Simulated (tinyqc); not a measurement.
Length offset and series resistance from crossing lines.

Question. R_total = Rs + k (L - dL)/Vo with constant Rs, dL and k. Find k, dL and Rs.

R_total at (L, Vo) = (50, 0.43), (100, 0.43), (50, 0.94) and (100, 0.94), L in nm and Vo in V (ohm um): [472.97674, 1007.8605, 265.19149, 509.87234]

Solution. At each overdrive R is a straight line in L with slope k/Vo; the two lines cross at L = dL, R = Rs.

k = 4.600 ohm um V/nm
dL = 14.20 nm
Rs = 90.00 ohm um

Computed by the program tinyqc: `OMP_NUM_THREADS=1 python tinyqc.py 2282007 2282008 out.jsonl`, one thread of a shared Intel Xeon 2.30GHz, about 0.03 s for the whole run.
